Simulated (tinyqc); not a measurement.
## Tunnelling through a gate dielectric, WKB transmission and Tsu-Esaki current: current against voltage

Electrons leave the emitter at x = 0. Energies E (motion across the layers) are in eV from the emitter Fermi level; the collector Fermi level lies at -V and offers states at every E. No charge in the dielectric and no image force: F1 = V/t1, U = phi1 - F1 x. With C = hbar^2/(2 m0), kappa = sqrt(m (U - E)/C) where U > E and 0 elsewhere; T(E) = exp(-S), S = 2 times the integral of kappa over x.

Each layer adds (2/F) sqrt(m/C) [G(u at its left edge) - G(u at its right edge)] to S, with u = U - E (0 where negative) and G(u) = (2/3) u^1.5. J = J0 times the integral of T(E) N(E) dE, N = ln[(1 + exp(-E/Vt))/(1 + exp((-E - V)/Vt))], J0 = q^2 me m0 kB T/(2 pi^2 hbar^3) (times 1e-4 for A/cm^2 per eV), from E = -Ef to far above the barrier (T = 1 there), by quadrature converged to the digits shown.

Values chosen for this exercise; dielectric values close to those of silicon dioxide:
```
symbol  value  unit                                                        meaning
T         300     K                                                    temperature
Ef        2.7    eV              Fermi energy of the emitter above its band bottom
me       0.94    m0                            emitter mass in the supply function
phi1     3.19    eV  barrier of layer 1 above the emitter Fermi level at zero bias
m1        0.5    m0                                     tunnelling mass of layer 1
t1        2.9    nm                                           thickness of layer 1
```

Constants: q = 1.602176634e-19 C, kB = 1.380649e-23 J/K, hbar = 1.054571817e-34 J s, m0 = 9.1093837015e-31 kg, Vt = kB T/q, hbar^2/(2 m0) = 0.0380998212 eV nm^2. Results are converted to the units shown.

Result of one run:

| V (V) | S at E = 0 | T(E = 0) | J (A/cm^2) | mean E of the current (eV) |
|---|---|---|---|---|
| 0.71 | 35.35 | 4.424e-16 | 1.913e-7 | -0.3197 |

What becomes of these results when the voltage across the dielectric V is changed from 0.71 to 3.27 V, all else the same?

Result of the changed run:

| V (V) | S at E = 0 | T(E = 0) | J (A/cm^2) | mean E of the current (eV) |
|---|---|---|---|---|
| 3.27 | 24.41 | 2.515e-11 | 0.004042 | -0.1938 |

The whole series:

| V (V) | S at E = 0 | T(E = 0) | J (A/cm^2) | mean E of the current (eV) |
|---|---|---|---|---|
| 0.2 | 36.93 | 9.127e-17 | 2.940e-8 | -0.2467 |
| 0.71 | 35.35 | 4.424e-16 | 1.913e-7 | -0.3197 |
| 1.22 | 33.67 | 2.385e-15 | 9.545e-7 | -0.3158 |
| 1.74 | 31.81 | 1.530e-14 | 5.462e-6 | -0.2976 |
| 2.25 | 29.80 | 1.147e-13 | 3.550e-5 | -0.2752 |
| 2.76 | 27.48 | 1.157e-12 | 2.936e-4 | -0.2464 |
| 3.27 | 24.41 | 2.515e-11 | 0.004042 | -0.1938 |
| 3.79 | 21.06 | 7.159e-10 | 0.1195 | -0.1727 |
| 4.3 | 18.56 | 8.700e-9 | 1.807 | -0.1987 |

J rises from 2.94e-8 to 1.81 A/cm^2, by 1.59 decades a volt between the first two rows and 2.31 between the last two. From V = 3.27 V on (among the rows) a band edge falls below the emitter Fermi level, so electrons at E = 0 no longer cross the full thickness. In 3 of the 9 rows the field exceeds 10 MV/cm (up to 14.8), more than most dielectrics sustain; the model ignores breakdown.

Numbers from tinyqc (`OMP_NUM_THREADS=1 python tinyqc.py 2540117 2540118 out.jsonl`; about 0.05 s on one thread of a shared Intel Xeon 2.30GHz).
